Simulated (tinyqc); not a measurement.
Capacitance of parallel on-chip lines from Laplace's equation on a mesh: one step of the calculation.

Cross-section of an endless row of equal lines between two grounded planes; neighbours are driven in antiphase (+1 V and -1 V), so the plane midway between two lines is at 0 V. By symmetry one quarter is solved: x runs from the centre of a line (column 0, mirror) to that midplane (column 4, 0 V), y from the mid-height of the line (row 0, mirror) to the ground plane (row 4, 0 V). The line fills columns 0 to 2 and rows 0 to 2 at 1 V. Cells beside the line (below row 2) have e2, cells above have e1. Each link between nodes has the conductance g = mean permittivity of the two cells beside it (a cell beyond a mirror counts as 0), and the free nodes obey sum g (V_neighbour - V) = 0.

Task. Relaxation sweep. One sweep visits the free nodes row by row from row 0, left to right, and replaces V by V + om (weighted mean of the neighbours - V), using new values at once.

Parameters, values chosen for the exercise:
- om = 1.4 (over-relaxation factor)

V after sweep 1 (V):
```
	col 0	col 1	col 2	col 3	col 4
row 0	1.0000000	1.0000000	1.0000000	0.3500000	0.0000000
row 1	1.0000000	1.0000000	1.0000000	0.4725000	0.0000000
row 2	1.0000000	1.0000000	1.0000000	0.4566935	0.0000000
row 3	0.3500000	0.4725000	0.5153750	0.3402240	0.0000000
row 4	0.0000000	0.0000000	0.0000000	0.0000000	0.0000000
```

gx:
```
	col 0	col 1	col 2	col 3
row 0	1	1	1	1
row 1	2	2	2	2
row 2	3.1	3.1	3.1	3.1
row 3	4.2	4.2	4.2	4.2
row 4	2.1	2.1	2.1	2.1
```

gy:
```
	col 0	col 1	col 2	col 3	col 4
row 0	1	2	2	2	1
row 1	1	2	2	2	1
row 2	2.1	4.2	4.2	4.2	2.1
row 3	2.1	4.2	4.2	4.2	2.1
```

Find: V after sweep 2.

Result.

V after sweep 2 (V):
```
	col 0	col 1	col 2	col 3	col 4
row 0	1.000	1.000	1.000	0.541	0.000
row 1	1.000	1.000	1.000	0.510	0.000
row 2	1.000	1.000	1.000	0.444	0.000
row 3	0.541	0.531	0.449	0.176	0.000
row 4	0.000	0.000	0.000	0.000	0.000
```

Computed by the program tinyqc: `OMP_NUM_THREADS=1 python tinyqc.py 2790143 2790144 out.jsonl`, one thread of a shared Intel Xeon 2.30GHz, about 1 s for the whole run.
